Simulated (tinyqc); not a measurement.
# Rigid-ion and shell models of the dielectric response of an ionic crystal, step by step

A worked calculation. Computed by tinyqc, a small Python program that keeps every step. Command: `OMP_NUM_THREADS=1 python tinyqc.py 3015320 3015321 out.jsonl shell walk`. One thread of a shared host (Intel(R) Xeon(R) Processor @ 2.30GHz), about 0.01 s of CPU time with the checks. Intermediate numbers are printed to about 5 digits and carried at full precision; extremes and crossings named in words are read from the listed rows.

Charges +Z and -Z; 4 nearest neighbours, Madelung constant M = 1.638055, volume per ion pair Omega = 3.079201 d^3. Energy per pair U = -M Z^2 e2/d + 4 A exp(-d/rho), e2 = e^2/(4 pi eps_0). In the shell model the anion is a core of charge Y - Z and a massless shell of charge -Y, joined by the spring k; the repulsion acts on the shell. Each ion feels the Lorentz field E + (4 pi/3) P (Gaussian units).

Inputs (values chosen for the exercise, for a model crystal):
```
quantity,value,unit
nearest-neighbour distance d,2.98,angstrom
ionic charge Z,0.983,e
hardness d/rho,11.3,-
cation mass,98.4,u
anion mass,35.45,u
shell charge size Y,2.48,e
core-shell spring k,25.8,eV/angstrom^2
cation polarisability alpha_+,1.1,angstrom^3
film thickness t,1.6,nm
```

Structure: zinc blende.

Constants: e^2/(4 pi eps_0) = 14.39964548 eV angstrom; 1 eV/angstrom^3 = 160.2176634 GPa; nu for 1 eV/(angstrom^2 u) = 15.6333042 THz; 1 THz = 33.35640952 1/cm; eps_0 = 8.8541878128e-12 F/m; h x 1 THz = 4.135667696 meV.

## Equilibrium, bulk modulus and repulsive spring

Zero pressure fixes 4 A exp(-d/rho) = M Z^2 e2 rho/d^2. Then U = -(M Z^2 e2/d)(1 - rho/d), B = M Z^2 e2 (d/rho - 2)/(9 Omega d), and the spring of one sublattice against the other is R = (1/3) x (Laplacian of the repulsion summed over neighbours) = M Z^2 e2 (d/rho - 2)/(3 d^3), so R = 3 B Omega/d^2.

volume Omega = 81.487 angstrom^3

lattice energy U = -6.9716 eV/pair

bulk modulus B = 15.539 GPa

repulsive spring R = 2.6699 eV/angstrom^2

## Rigid ions

With C = 4 pi Z^2 e2/(3 Omega): mu lambda_TO = R - C, mu lambda_LO = R + 2 C; eps_inf = 1 and eps_s = lambda_LO/lambda_TO. lambda in eV/(angstrom^2 u) gives the wavenumber 15.6333042 x 33.35640952 x sqrt(lambda); mu is the reduced mass.

Coulomb spring C = 0.71525 eV/angstrom^2

omega_TO, rigid ions = 142.81 1/cm

omega_LO, rigid ions = 206.85 1/cm

eps_s, rigid ions = 2.0978

## Shell model: electronic response

Eliminating the shell gives the anion polarisability alpha_- = Y^2 e2/(k + R), the Szigeti charge Z_S = Z - Y R/(k + R) and the softened spring R' = k R/(k + R). With b = 4 pi (alpha_+ + alpha_-)/(3 Omega): eps_inf = (1 + 2b)/(1 - b) (Clausius-Mossotti); Born charge Z* = Z_S (eps_inf + 2)/3.

anion polarisability alpha_- = 3.1108 angstrom^3

Szigeti charge Z_S = 0.75042 e

softened spring R' = 2.4195 eV/angstrom^2

b = 0.21645

eps_inf = 1.8287

Born charge Z* = 0.95773 e

Overlap pushes the shell back and lowers the effective charge to 76 % of Z; the local field then raises the Born charge to 97 % of Z.

## Shell model: lattice response

mu lambda_TO = R' - (4 pi e2/(3 Omega)) Z_S^2/(1 - b); mu lambda_LO = mu lambda_TO + 4 pi e2 Z*^2/(eps_inf Omega); eps_s = eps_inf lambda_LO/lambda_TO.

mu lambda_TO = 1.8876 eV/angstrom^2

omega_TO = 140.34 1/cm

omega_LO = 176.97 1/cm

eps_s = 2.9078

share of R' left after the dipole term = 0.78013

The dipole field cancels 22 % of the short-range spring.

## As a gate dielectric

Capacitance per area eps_0 eps_s/t; equivalent oxide thickness EOT = t x 3.9/eps_s; the surface optical mode against silicon (eps = 11.7) lies at omega_TO sqrt[(eps_s + 11.7)/(eps_inf + 11.7)], and its squared coupling to channel electrons scales as g = hbar omega_SO [1/(11.7 + eps_inf) - 1/(11.7 + eps_s)], with hbar omega = h c x wavenumber.

capacitance per area = 16.092 fF/micrometre^2

equivalent oxide thickness = 2.1459 nm

surface optical mode = 145.83 1/cm

remote-phonon coupling g = 0.098725 meV

## From rigid to soft shells

The formulas are those given above.

Response against the core-shell spring:
```
k (eV/angstrom^2),eps_inf,Z_S,Z*,omega_TO (1/cm),omega_LO (1/cm),eps_s
21,1.9940,0.70326,0.9363,140.11,172.68,3.0287
26,1.8233,0.75205,0.9584,140.35,177.12,2.9039
34,1.6616,0.80243,0.9794,140.57,182.04,2.7864
46,1.5298,0.84695,0.9965,140.76,186.69,2.6912
67,1.4164,0.88796,1.0112,140.91,191.27,2.6097
100,1.3366,0.91851,1.0216,141.02,194.88,2.5525
210,1.2536,0.95187,1.0323,141.14,199.04,2.4933
770,1.1998,0.97443,1.0393,141.21,202.00,2.4549
```

From the stiffest to the softest shell eps_inf rises from 1.20 to 1.99 and Z_S falls from 0.97 to 0.70; omega_LO moves by -15 % and omega_TO by -0.8 %. Screening by eps_inf cuts the LO frequency, which rigid ions overstate (rigid ions: 207 per cm); eps_s goes from 2.45 to 3.03.

Checks made by the program: TO spring by direct elimination of the shell from the 2 x 2 energy matrix (relative difference below 1e-10); Szigeti's relation mu lambda_TO (eps_s + 2)/(eps_inf + 2) = R' (relative difference below 1e-10).
